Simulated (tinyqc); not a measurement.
Rate against temperature: collinear exchange A + BC -> AB + C on a London-Eyring-Polanyi-Sato surface: saddle, string of images and rate. Computed by tinyqc, a small Python program. Command: `OMP_NUM_THREADS=1 python tinyqc.py 3111139 3111140 out.jsonl leps walk`. One thread of a shared host (Intel(R) Xeon(R) Processor @ 2.30GHz), about 0.06 s of CPU time with the checks.

x = r(AB), y = r(BC), r(AC) = x + y. V is counted from separated atoms, the barrier from A + BC, that is V + D(BC).

Inputs (values chosen for the exercise, bond data loosely for abstraction of hydrogen from a Ge-H bond by a hydrogen atom; the barrier is not fitted):
```
quantity            value           unit
D(AB)                4.81             eV
r0(AB)              0.742       angstrom
beta(AB)             1.94     1/angstrom
D(BC)                 3.8             eV
r0(BC)               1.53       angstrom
beta(BC)             1.45     1/angstrom
D(AC)                3.75             eV
r0(AC)               1.53       angstrom
beta(AC)             1.45     1/angstrom
Sato parameter S     0.18              -
mass of A           1.008              u
mass of B           1.008              u
mass of C            72.6              u
temperature T         900              K
step of the string  0.015  angstrom^2/eV
```

Constants: nu for 1 eV/(angstrom^2 u) = 15.6333042 THz; h x 1 THz = 4.135667696 meV; k_B = 1.380649e-23 J/K; u = 1.6605390666e-27 kg; k_B = 8.617333262e-05 eV/K.

Method:
- For each pair, with u = exp(-beta (r - r0)): Q = D [(3 + S) u^2 - (2 + 6 S) u]/(4 (1 + S)), J = D [(1 + 3 S) u^2 - (6 + 2 S) u]/(4 (1 + S)); V = Q1 + Q2 + Q3 - sqrt(((J1 - J2)^2 + (J2 - J3)^2 + (J3 - J1)^2)/2).
- String of 9 images between the fixed ends (r0(AB) + 2, r0(BC)) and (r0(AB), r0(BC) + 2), started on the two straight legs through (r0(AB) + 0.3, r0(BC) + 0.3): each iteration moves the inner images by -step x gradient (central differences) and spaces them evenly again along the broken line (coordinates are kept between 0.2 and 8 angstrom); stop when no coordinate changes by more than 1e-5 angstrom, at most 400 iterations.
- From the highest inner image, z -> z - H^-1 g with gradient g and Hessian H by central differences, steps capped at 0.15 angstrom, 12 steps.
- Wilson matrix G = [[1/m_A + 1/m_B, -1/m_B], [-1/m_B, 1/m_B + 1/m_C]]; eigenvalues lambda of G H give nu = 15.6333042 THz x sqrt(|lambda|), the negative one being imaginary. Reactant: nu_BC from k = 2 D beta^2 and 1/m_B + 1/m_C. Skew angle: cos = sqrt(m_A m_C/((m_A + m_B)(m_B + m_C))).
- One-dimensional rate constant without tunnelling, k = sqrt(k_B T/(2 pi mu)) [sinh(h nu_BC/(2 k_B T))/sinh(h nu_s/(2 k_B T))] exp(-barrier/(k_B T)) with mu = m_A (m_B + m_C)/(m_A + m_B + m_C); Wigner factor 1 + (h nu_i/(k_B T))^2/24; adiabatic barrier = barrier + h (nu_s - nu_BC)/2.

nu_BC = 62.6743 THz

real frequency at the saddle = 37.8834 THz

barrier = 0.116985 eV

imaginary frequency = 31.7437 THz

adiabatic barrier = 0.0657216 eV

Rates; the last column is k_B T^2 d ln k/dT:
```
T (K)    k (cm/s)  Wigner factor  activation energy (eV)
300    4.9835e+03         2.0745                 0.07900
400    1.0950e+04         1.6044                 0.08450
550    2.2100e+04         1.3197                 0.09429
750    3.8929e+04         1.1719                 0.10847
1000   6.1060e+04         1.0967                 0.12570
1400   9.6175e+04         1.0493                 0.15061
2000   1.4513e+05         1.0242                 0.18354
```

What follows from these numbers?

The activation energy goes from 0.079 eV at 300 K, near the adiabatic barrier plus k_B T/2 (0.079), to 0.184 eV at 2000 K; the classical limit is the barrier plus k_B T/2 (0.203). Caution: the adiabatic barrier is below k_B T, so the saddle is a poor dividing surface.

Extremes, crossings and ranges named in words are read from the listed rows.
